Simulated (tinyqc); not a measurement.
# Floating body of a partially depleted SOI transistor: body voltage and kink: effects of single changes

Source at 0 V. Channel current Ic = 2 nf K Vt^2 [F(0) - F(Vd)](1 + la Vd), F(V) = ln^2(1 + exp((Vg - VT - nf V)/(2 nf Vt))), VT = VT0 - gb Vb. Saturation voltage Vs = 2 Vt sqrt(F(0)) + 3 Vt, excess Ve = (Vd - Vs + sqrt((Vd - Vs)^2 + 0.0004 V^2))/2, multiplication M1 = Ai Ve exp(-Bl/Ve). Each junction passes D(v) = J1 (exp(v/Vt) - 1) + J2 (exp(v/(2 Vt)) - 1). Bipolar current Ib = bb J1 (exp(Vb/Vt) - 1). The body settles where M1 (Ic + Ib) = D(Vb) + D(Vb - Vd) + Vb/Rb; drain current Id = (1 + M1)(Ic + Ib) - D(Vb - Vd).

Inputs (values chosen for the exercise); values of the order met in partially depleted silicon-on-insulator transistors: temperature T = 398 K; threshold at zero body voltage VT0 = 0.55 V; fall of the threshold per volt of body voltage gb = 0.18; slope factor nf = 1.46; gain factor per width K = 460 uA/(V^2 um); channel-length modulation factor la = 0.09 1/V; impact-ionisation prefactor Ai = 2.1 1/V; impact-ionisation voltage Bl = 8.1 V; diffusion saturation current of each junction J1 = 7e-9 uA/um; recombination saturation current of each junction J2 = 1.8e-7 uA/um; gain of the lateral bipolar transistor on the diffusion current bb = 1; resistance of a weak body tie to the source (1e9 stands for no tie, and the term is then dropped) Rb = 1e9 kohm um; gate voltage Vg = 0.48 V; drain voltage Vd = 2 V.

Constants: q = 1.602176634e-19 C, kB = 1.380649e-23 J/K, Vt = kB T/q. Results are converted to the units shown.

Each table varies one quantity; the others keep the values above.

## Output curve and kink

Rows with more than one solution for Vb (latch) are left out; dId/dVd by a forward difference over 1e-4 V, swing = 1e-4 V over the change of log10 Id; M1 under 1e-12 is printed as 0.

Result of one run:

| Vd (V) | Vb (V) | M1 | Id, floating (uA/um) | Id, grounded (uA/um) | ratio | dId/dVd, floating (uS/um) | dId/dVd, grounded (uS/um) |
|---|---|---|---|---|---|---|---|
| 1.8 | 0.5250 | 0.02473 | 1.306 | 0.3071 | 4.252 | 0.7844 | 0.05250 |

What becomes of these results when the drain voltage Vd is changed from 1.8 to 1.2 V, all else the same?

Result of the changed run:

| Vd (V) | Vb (V) | M1 | Id, floating (uA/um) | Id, grounded (uA/um) | ratio | dId/dVd, floating (uS/um) | dId/dVd, grounded (uS/um) |
|---|---|---|---|---|---|---|---|
| 1.2 | 0.3987 | 9.766e-4 | 0.8644 | 0.2854 | 3.029 | 0.8034 | 0.02582 |

The whole series:

| Vd (V) | Vb (V) | M1 | Id, floating (uA/um) | Id, grounded (uA/um) | ratio | dId/dVd, floating (uS/um) | dId/dVd, grounded (uS/um) |
|---|---|---|---|---|---|---|---|
| 0.8 | 0.1746 | 6.703e-6 | 0.4562 | 0.2758 | 1.654 | 1.325 | 0.02320 |
| 1 | 0.3184 | 1.361e-4 | 0.6876 | 0.2805 | 2.452 | 0.9868 | 0.02371 |
| 1.2 | 0.3987 | 9.766e-4 | 0.8644 | 0.2854 | 3.029 | 0.8034 | 0.02582 |
| 1.4 | 0.4532 | 0.003920 | 1.015 | 0.2910 | 3.489 | 0.7202 | 0.03087 |
| 1.6 | 0.4935 | 0.01105 | 1.158 | 0.2980 | 3.885 | 0.7137 | 0.03970 |
| 1.8 | 0.5250 | 0.02473 | 1.306 | 0.3071 | 4.252 | 0.7844 | 0.05250 |
| 2 | 0.5508 | 0.04719 | 1.477 | 0.3192 | 4.627 | 0.9404 | 0.06900 |
| 2.2 | 0.5726 | 0.08029 | 1.689 | 0.3350 | 5.043 | 1.200 | 0.08865 |

Vb rises from 0.175 to 0.573 V and the ratio of the currents rises from 1.65 to 5.04. The output conductance with a floating body exceeds the grounded value by the largest factor among the rows, 57.1, at Vd = 0.8 V, where Vb = 0.175 V and M1 = 6.70e-6.

## Transfer curve and swing

Same model as above.

Transfer curve and swing:

| Vg (V) | Vb (V) | M1 | Id, floating (uA/um) | Id, grounded (uA/um) | ratio | swing, floating (mV/decade) | swing, grounded (mV/decade) |
|---|---|---|---|---|---|---|---|
| 0.1 | 0.2817 | 0.05553 | 6.927e-4 | 2.436e-4 | 2.844 | 99.13 | 116.0 |
| 0.2 | 0.3674 | 0.05513 | 0.006743 | 0.001760 | 3.832 | 103.4 | 117.1 |
| 0.3 | 0.4433 | 0.05397 | 0.05840 | 0.01233 | 4.737 | 111.1 | 120.0 |
| 0.4 | 0.5089 | 0.05115 | 0.4059 | 0.08001 | 5.073 | 129.6 | 127.5 |
| 0.5 | 0.5596 | 0.04597 | 1.955 | 0.4408 | 4.435 | 169.5 | 145.1 |
| 0.6 | 0.5940 | 0.03907 | 6.218 | 1.849 | 3.364 | 236.8 | 181.2 |
| 0.7 | 0.6157 | 0.03186 | 14.23 | 5.599 | 2.541 | 328.0 | 241.5 |
| 0.8 | 0.6289 | 0.02526 | 26.16 | 12.77 | 2.049 | 434.6 | 324.5 |
| 0.9 | 0.6364 | 0.01957 | 41.89 | 23.77 | 1.763 | 549.3 | 423.4 |

Vb rises from 0.282 to 0.636 V. The smallest swing among the rows is 99.1 mV a decade with a floating body (at Vg = 0.1 V) and 116 with a grounded one; Vt ln 10 = 79.0. The floating swing is smaller by more than 3 % for Vg = 0.1, 0.2, 0.3 V, where the rising Vb lowers the threshold as Vg rises. In the first row the floating body raises the current by a factor of 2.84.

Range of the model: The multiplication law is an empirical form chosen for the exercise; self-heating and capacitive coupling to the body are left out, and the linear laws are rough once Vb passes about 0.7 V or M1 about 0.1.

Computed by the program tinyqc: `OMP_NUM_THREADS=1 python tinyqc.py 2182101 2182102 out.jsonl`, one thread of a shared Intel Xeon 2.30GHz, about 0.2 s for the whole run.
